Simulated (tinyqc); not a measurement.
Strain dependence: valley-orbit splitting of a donor ground state, with strain. Computed by tinyqc, a small Python program. Command: `OMP_NUM_THREADS=1 python tinyqc.py 3031597 3031598 out.jsonl valleyorbit walk`. One thread of a shared host (Intel(R) Xeon(R) Processor @ 2.30GHz), about 0.01 s of CPU time with the checks.

The basis is the 1s envelope in each valley; energies are counted from the unstrained conduction-band edge. The strain is e_s (a a^T - 1/3) for the unit stress axis a, so valley j along n_j moves by Xi_u e_s w_j with w_j = (n_j.a)^2 - 1/3: +2/3 for [111], -2/9 for the others.

Inputs (values chosen for the exercise, modelled on donors in germanium):

| quantity | value | unit |
|---|---|---|
| single-valley binding energy E_0 | 10.2 | meV |
| central-cell shift Lambda | 0.48 | meV |
| coupling Delta_1 | 0.082 | meV |
| shear deformation potential Xi_u | 16.5 | eV |
| shear strain e_s | 0.00027 | - |

Valleys: four along <111>. Stress axis: [111].

Method:
- By symmetry: E(A1) = E_0 + Lambda + 3 Delta_1 (one state), E(T2) = E_0 + Lambda - Delta_1 (three), as binding energies.
- H_jj = -(E_0 + Lambda) + Xi_u e_s w_j; H_jk = -Delta_1 between any two valleys.
- The contact hyperfine ratio is A/A_0 = (sum_j c_j)^2/(number of valleys), c_j the valley amplitudes of the ground state; binding from the lowest valley edge.

E(A1) = 10.926 meV

Against strain:

| e_s | Xi_u e_s (w_max - w_min) (meV) | binding (meV) | gap to next level (meV) | A/A_0 |
|---|---|---|---|---|
| -0.002200 | -32.267 | 10.681 | 32.104 | 0.25384 |
| -0.000810 | -11.880 | 10.682 | 11.719 | 0.26057 |
| -0.000270 | -3.960 | 10.685 | 3.807 | 0.28301 |
| -0.000081 | -1.188 | 10.699 | 1.063 | 0.37484 |
| 0.000081 | 1.188 | 10.859 | 0.261 | 0.83369 |
| 0.000270 | 3.960 | 10.849 | 0.251 | 0.77916 |
| 0.000810 | 11.880 | 10.846 | 0.248 | 0.76014 |
| 0.002200 | 32.267 | 10.845 | 0.247 | 0.75378 |

A/A_0 falls for either sign of strain, to 0.254 and 0.754 at the ends; its limits are the shares of the valleys that end up lowest, 1/4 under compression and 3/4 under tension. Near zero strain A/A_0 changes in second order, the binding in first. The binding energy drops from 10.93 meV to 10.68 and 10.84 meV, since fewer valleys share the valley-orbit gain.

Extremes, crossings and ranges named in words are read from the listed rows.
